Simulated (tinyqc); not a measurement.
Undoped gate-all-around wire MOSFET, analytic charge model: one step of the calculation.

An undoped round wire of radius R under an insulator shell and a surrounding gate; long channel, electrons only, n = ni exp((psi - V)/Vt) with V the quasi-Fermi potential (0 at the source, Vd at the drain), constant mobility, no quantisation. The radial Poisson equation gives n(r) = n(0)/(1 - (1 - b) r^2/R^2)^2 with b = Q0/(Q + Q0). Q is the electron charge per area of the wire surface.

Problem. Charge at the source by Newton steps. With V = 0: f = Q/Cox + Vt ln(Q/Q0) + Vt ln(1 + Q/Q0) - (Vg - V0); f' = 1/Cox + Vt/Q + Vt/(Q + Q0); Q(new) = Q - f/f'.

Values chosen for this exercise:
- T = 273 K (temperature)
- Vg = 0.47 V (gate voltage)

Constants: q = 1.602176634e-19 C, kB = 1.380649e-23 J/K, Vt = kB T/q. Results are converted to the units shown.

Q after iteration 1 = 81.440027 nC/cm^2
Cox = 1.9167070 uF/cm^2
Q0 = 239.54224 nC/cm^2
V0 = 0.41795690 V

Give: f; f'; Q after iteration 2.

Solution.

f = -0.02805 V
f' = 8.839e-4 V cm^2/nC
Q after iteration 2 = 113.2 nC/cm^2

Computed by the program tinyqc: `OMP_NUM_THREADS=1 python tinyqc.py 2460158 2460159 out.jsonl`, one thread of a shared Intel Xeon 2.30GHz, about 0.03 s for the whole run.
